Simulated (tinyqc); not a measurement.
Spectrum around the optical phonon: single-oscillator infrared dielectric function of a polar cubic crystal. Computed by tinyqc, a small Python program. Command: `OMP_NUM_THREADS=1 python tinyqc.py 3007433 3007434 out.jsonl infrared walk`. One thread of a shared host (Intel(R) Xeon(R) Processor @ 2.30GHz), about 0.01 s of CPU time with the checks.

One ion pair, charges +Z* and -Z*, in a cell of volume Omega = a^3/4. Frequencies omega are given as wavenumbers (1/cm); eps_s is the static dielectric constant.

Inputs (values chosen for the exercise, modelled on potassium chloride):
```
quantity,value,unit
lattice constant a,6.29,angstrom
mass M_A,39.1,u
mass M_B,35.45,u
omega_TO,145,1/cm
Born charge Z*,1.17,e
eps_inf,2.24,-
phonon damping gamma,4.8,1/cm
```

Structure: rock salt. Free carriers: absent.

Constants: nu for 1 eV/(angstrom^2 u) = 15.6333042 THz; 1 THz = 33.35640952 1/cm; e^2/(4 pi eps_0) = 14.39964548 eV angstrom.

Method:
- mu = M_A M_B/(M_A + M_B); ionic plasma term W^2 = 4 pi Z*^2 (e^2/(4 pi eps_0))/(Omega mu) in eV/(angstrom^2 u), turned into 1/cm by W = 15.6333042 x 33.35640952 x sqrt(W^2); omega_LO^2 = omega_TO^2 + W^2/eps_inf; eps_s = eps_inf + W^2/omega_TO^2; Szigeti charge 3 Z*/(eps_inf + 2); longitudinal (Callen) charge Z*/eps_inf.
- eps(omega) = eps_inf + W^2/(omega_TO^2 - omega^2 - i gamma omega); n + i k = sqrt(eps) with k >= 0; R = |(n + i k - 1)/(n + i k + 1)|^2 at normal incidence from vacuum.
- The loss function is Im(-1/eps).

omega_LO = 216.843 1/cm

W = 241.312 1/cm

Spectrum:
```
omega (1/cm),Re eps,Im eps,R,Im(-1/eps)
72.5,5.9310,0.081457,0.17460,0.0023152
123,12.018,0.97916,0.30599,0.0067343
141,39.945,22.306,0.56246,0.010657
145,2.24,83.666,0.73192,0.011944
163,-8.0584,1.4534,0.89484,0.021676
181,-2.6947,0.36531,0.88733,0.049400
202,-0.69704,0.14398,0.81782,0.28421
217,0.0093977,0.089142,0.42001,11.095
221,0.14960,0.079720,0.18829,2.7744
230,0.41533,0.063198,0.046996,0.35808
249,0.82010,0.041416,0.0025821,0.061422
325,1.5519,0.012688,0.011982,0.0052677
542,2.0265,0.0020364,0.030543,4.9586e-04
```

What does the comparison show, and why?

R peaks among these rows at 163 per cm with 0.89 and is lowest, 0.003, at 249; far above omega_LO it tends to ((sqrt(eps_inf) - 1)/(sqrt(eps_inf) + 1))^2 = 0.040. Im eps is largest at 145 and the loss function at 217: absorption marks the TO mode and the loss function the LO mode. Re eps is negative in some rows, where R averages 0.87.

Extremes, crossings and ranges named in words are read from the listed rows.
